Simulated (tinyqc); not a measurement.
Chemical vapour deposition: Grove model, boundary layer, depletion and step coverage: one step, computed by the program tinyqc. Command: `OMP_NUM_THREADS=1 python tinyqc.py 3016141 3016142 out.jsonl cvd walk`. One thread of a shared host (Intel(R) Xeon(R) Processor @ 2.30GHz), about 0.01 s of CPU time with the checks.

A precursor diffuses to the surface and reacts there at first order; each molecule that reacts adds one formula unit of film.

Question. Uniformity across a wafer. Between two wafers the gas diffuses inward and reacts on both faces: (D/r) d/dr (r dC/dr) = 2 k_s C/s, so C(r)/C_g = I0(phi r/R)/I0(phi) with phi^2 = 2 k_s R^2/(s D); G(r) = k_s C(r)/N, 1 cm/s = 6e8 nm/min; the mean over the wafer is eta = 2 I1(phi)/(phi I0(phi)).

Inputs (values chosen for the exercise, close to those used for silicon nitride (counted as SiN4/3)):

| quantity | value | unit |
|---|---|---|
| temperature T | 740 | C |
| film density N | 4e+22 | formula units/cm^3 |
| wafer radius R | 10 | cm |
| wafer spacing s | 0.61 | cm |

Reactor: wafer stack, low pressure.

surface rate constant k_s = 0.3261577 cm/s

gas diffusivity D = 30890.46 cm^2/s

precursor density C_g = 1.334359e+14 1/cm^3

Give: Thiele modulus phi; growth rate G at the edge; rate at the centre over rate at the edge; effectiveness eta.

Answer.

Thiele modulus phi = 0.05884

growth rate G at the edge = 0.6528 nm/min

rate at the centre over rate at the edge = 0.9991

effectiveness eta = 0.9996

The centre lags the edge by 0.086 %; for small phi the lag is phi^2/4 = 0.087 %. Caution: the mean free path 3D/c is comparable with or larger than the wafer spacing, where wall collisions cap D near (2s) c/3 and the lag is larger than computed.
